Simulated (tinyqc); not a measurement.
Worked calculation: G0W0 on RHF in the sto-3g basis, for H3-, spin multiplicity 1. The basis has no diffuse functions, so it cannot describe the extra electron: this is an exercise in the method, not the real anion. One step of it, computed by the program tinyqc.

Task: Screening: direct RPA. With D = e_a - e_i and K = (ia|jb): diagonalise D^(1/2) (D + 4K) D^(1/2) = Z w^2 Z^T; X + Y = D^(1/2) Z w^(-1/2), each column of Z with its largest component positive (the first on a tie); E_c = (sum w - tr (D + 2K)) / 2.

orbital energies (hartree): MO1 -0.210032, MO2 0.235575, MO3 1.453369

Two-electron integrals over orbitals (pq|rs), unique and non-zero (hartree):
```
(11|11) 0.589295    (21|21) 0.163092    (22|11) 0.529892    (22|22) 0.567336
(31|11) 0.085726    (31|22) -0.023840   (31|31) 0.129657    (32|21) -0.135133
(32|32) 0.137249    (33|11) 0.619492    (33|22) 0.556899    (33|31) 0.104135
(33|33) 0.694163
```

Give: D^(1/2) (D + 4K) D^(1/2); excitation energies w; X + Y; RPA correlation energy.

Result:

D^(1/2) (D + 4K) D^(1/2) (hartree^2):
```
        1>3     2>3
1>3  3.6296  0.0000
2>3  0.0000  2.1516
```

excitation energies w (hartree): 1.4668  1.9051

X + Y:
```
          1       2
1>3  0.0000  0.9344
2>3  0.9112  0.0000
```

RPA correlation energy = -0.021515 hartree
